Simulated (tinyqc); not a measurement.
## Planar ballistic transistor, top-of-the-barrier model: effect of the insulator thickness

At the top of the source barrier, states moving towards the drain are filled by the source (Fermi level 0) and states moving back by the drain (Fermi level -q Vd); nothing scatters. U is the shift of the band edge there, set by the capacitances CG, CD and CS (the total) and by the charge. Parabolic two-dimensional band; the source is grounded.

N0 = gv m kB T/(pi hbar^2), CG = eps0 eox/tox, vT = sqrt(2 kB T/(pi m)), CS = CG/aG, n0 = n at U = 0 and Vd = 0. eta1 = -(E0 + U)/Vt, eta2 = eta1 - Vd/Vt, n = (N0/2)[F_0(eta1) + F_0(eta2)], F_0(x) = ln(1 + exp x). U = UL + q (n - n0)/CS with UL = -(aG Vg + aD Vd), energies in eV. I = q (N0/2) vT [F_(1/2)(eta1) - F_(1/2)(eta2)] per width, F_(1/2)(x) = (2/sqrt(pi)) int_0^infinity u^(1/2)/(1 + exp(u - x)) du. CQ = (q/Vt) dn/d(eta1). E0 is held fixed.

Inputs (values chosen for the exercise); mass and valleys close to those of a monolayer dichalcogenide:
- T = 300 K (temperature)
- m = 0.49 m0 (effective mass)
- gv = 2 (valley degeneracy)
- eox = 22 (relative permittivity of the gate insulator)
- aG = 0.77 (gate control CG/CS)
- aD = 0.051 (drain control CD/CS)
- E0 = 0.32 eV (band edge at the barrier top above the source Fermi level at zero bias)
- Vg = 0.6 V (gate voltage)
- Vd = 0.6 V (drain voltage)

Constants: q = 1.602176634e-19 C, kB = 1.380649e-23 J/K, hbar = 1.054571817e-34 J s, m0 = 9.1093837015e-31 kg, Vt = kB T/q, eps0 = 8.8541878128e-14 F/cm where lengths are in cm. Results are converted to the units shown.

Result of one run:
```
eta1   n (cm^-2)  I (uA/um)  mean velocity I/(q n) (cm/s)   CQ/CS
4.044   2.149e13       4306                       1.251e7  0.6370
```

Which insulator thickness tox gave this result: 0.5, 0.74, 1.1 or 1.6 nm?

tox = 0.5 nm.

The whole series:
```
tox (nm)      eta1  n (cm^-2)  I (uA/um)  mean velocity I/(q n) (cm/s)   CQ/CS
0.5          4.044   2.149e13       4306                       1.251e7  0.6370
0.74         3.391   1.812e13       3414                       1.176e7  0.9281
1.1          2.714   1.470e13       2589                       1.099e7   1.337
1.6          2.093   1.169e13       1930                       1.030e7   1.847
2.4          1.467   8.860e12       1371                       9.657e6   2.528
3.6         0.8963   6.554e12      958.9                       9.132e6   3.314
5.4         0.3778   4.761e12      665.8                       8.728e6   4.154
8         -0.08425   3.450e12      466.2                       8.436e6   4.967
```

As tox goes from 0.5 to 8 nm, n falls from 2.15e13 to 3.45e12 cm^-2, the mean velocity falls from 1.25e7 to 8.44e6 cm/s and the current falls from 4310 to 466 uA/um. CQ/CS goes from 0.64 to 5.0. Over the range the current goes as tox^(-0.80) on average. For tox = 0.5 to 0.74 nm the insulator is under 1 nm thick, where gate tunnelling would matter.

Numbers from tinyqc (`OMP_NUM_THREADS=1 python tinyqc.py 2400174 2400175 out.jsonl`; about 0.02 s on one thread of a shared Intel Xeon 2.30GHz).
